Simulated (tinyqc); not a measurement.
Gate-all-around wire, scale length and short-channel effects: one step of the calculation.

A round wire of diameter ts in an insulator shell of thickness ti under a surrounding gate. Below threshold the potential that source and drain add obeys Laplace's equation and vanishes on the gate. Its lowest mode decays along the channel as exp(-k y); k is the smallest positive root of the matching condition at the interface, and the scale length is Lambda = pi/k.

Question. Decay constant by Newton steps. f(k) = ei J0(u)[J1(u) Y0(v) - Y1(u) J0(v)] - eps_r J1(u)[J0(u) Y0(v) - Y0(u) J0(v)], u = k ts/2, v = u + k ti; f' by a central difference with +/- 1e-5 1/nm; k(new) = k - f/f'.

Parameters, values chosen for the exercise; permittivities: semiconductor close to that of silicon, insulator close to that of silicon dioxide:
- eps_r = 11.6 (relative permittivity of the semiconductor)
- ei = 3.81 (relative permittivity of the insulator)
- ti = 1.9 nm (insulator thickness)
- ts = 3.6 nm (wire diameter)

k at the start = 0.42 1/nm

Find: f; f'; k after iteration 1.

Answer.

f = 0.4186
f' = -12.07 nm
k after iteration 1 = 0.4547 1/nm

tinyqc, about 0.01 s, one thread, Intel Xeon 2.30GHz (shared host): `OMP_NUM_THREADS=1 python tinyqc.py 2420056 2420057 out.jsonl`
